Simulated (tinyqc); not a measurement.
Worked calculation: CIS and TDHF on RHF in the sto-3g basis, for H3+, spin multiplicity 1. One step of it, computed by the program tinyqc.

Question. Iteration 3 (converged): orbitals. Diagonalise F' = X^T F X, C = X C', fill 1 alpha and 1 beta electrons from the bottom; D = 2 C_occ C_occ^T. Each column has its largest component positive (the first on a tie).

converged F (hartree):
```
           1H 1s      2H 1s      3H 1s
1H 1s  -0.650986  -0.576536  -0.576368
2H 1s  -0.576536  -0.650986  -0.576368
3H 1s  -0.576368  -0.576368  -0.650891
```

X:
```
           1H 1s      2H 1s      3H 1s
1H 1s   1.106865  -0.180015  -0.179878
2H 1s  -0.180015   1.106865  -0.179878
3H 1s  -0.179878  -0.179878   1.106801
```

Give: F' = X^T F X; orbital energies; coefficients C; D after iteration 3.

Answer.

F' = X^T F X (hartree):
```
         1        2        3
1  -0.4178  -0.2945  -0.2943
2  -0.2945  -0.4178  -0.2943
3  -0.2943  -0.2943  -0.4178
```

orbital energies (hartree): MO1 -1.0065, MO2 -0.1235, MO3 -0.1233

coefficients C:
```
          MO1      MO2      MO3
1H 1s  0.4313  -0.5252   0.9100
2H 1s  0.4313  -0.5252  -0.9100
3H 1s  0.4312   1.0506   0.0000
```

D after iteration 3:
```
        1H 1s   2H 1s   3H 1s
1H 1s  0.3721  0.3721  0.3720
2H 1s  0.3721  0.3721  0.3720
3H 1s  0.3720  0.3720  0.3719
```
